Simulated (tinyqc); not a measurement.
Scan in temperature at fixed frequency: admittance spectroscopy and thermally stimulated current of one trap level in a depletion layer. Computed by tinyqc, a small Python program. Command: `OMP_NUM_THREADS=1 python tinyqc.py 3113012 3113013 out.jsonl admit walk`. One thread of a shared host (Intel(R) Xeon(R) Processor @ 2.30GHz), about 0.01 s of CPU time with the checks.

A Schottky junction on n-type material holds one donor-like electron trap; shallow donors are fully ionised and abrupt depletion edges are assumed.

Inputs (values chosen for the exercise, modelled on n-type germanium):
```
quantity                         value    unit
dielectric constant eps           16.4       -
density-of-states mass m         0.548     m_0
shallow doping N               6.3e+16  1/cm^3
trap density N_t               3.2e+15  1/cm^3
trap depth E_t below the band    0.206      eV
capture cross section sigma    3.1e-17    cm^2
band bending V_b                  0.43       V
test frequency f                700000      Hz
```

Constants: k_B = 1.380649e-23 J/K; m_0 = 9.1093837015e-31 kg; h = 6.62607015e-34 J s; k_B = 8.617333262e-05 eV/K; eps_0 = 8.8541878128e-12 F/m; e = 1.602176634e-19 C.

Method:
- N_c = 2 (2 pi m k_B T/h^2)^(3/2), v_th = sqrt(3 k_B T/m), emission rate e_n = sigma v_th N_c exp(-E_t/(k_B T)).
- Where the level crosses the Fermi level capture equals emission, so the trap follows the signal with the rate 2 e_n; G/omega peaks at omega = 2 e_n (the correction for large N_t/N is left out).
- Solve 2 e_n(T_p) = 2 pi f.
- With E_c - E_F = k_B T_p ln(N_c/N): lambda = sqrt(2 eps eps_0 (E_t - (E_c - E_F))/(e^2 N)); traps are empty and charged for x < x_t = w - lambda, and V_b = e (N w^2 + N_t x_t^2)/(2 eps eps_0). High frequency: C_hf = eps eps_0/w. Low frequency: C_lf = eps eps_0 (N + N_t)/(N w + N_t x_t).
- With x = omega/(2 e_n): C = C_hf + (C_lf - C_hf)/(1 + x^2), G/omega = (C_lf - C_hf) x/(1 + x^2); C_hf and C_lf are held at their values at T_p.

peak temperature T_p = 307.493 K

C_hf = 131.706 nF/cm^2

C_lf = 134.355 nF/cm^2

Admittance:
```
T (K)  omega/(2 e_n)  C (nF/cm^2)  G/omega (nF/cm^2)
270.6         3.7268       131.88             0.6630
282.9         2.3223       132.12             0.9622
292.1         1.6693       132.41             1.1677
301.3         1.2220       132.77             1.2982
307.5         0.9998       133.03             1.3244
313.6         0.8264       133.28             1.3007
322.9         0.6258       133.61             1.1912
335.2         0.4426       133.92             0.9803
350.5         0.2965       134.14             0.7219
```

What follows from these numbers?

The peak of G/omega is half the step, 1.32 nF/cm^2. Its full width is near 2 ln(2 + sqrt3) k_B T_p^2/(E_t + 2 k_B T_p) = 82.9 K.

Extremes, crossings and ranges named in words are read from the listed rows.
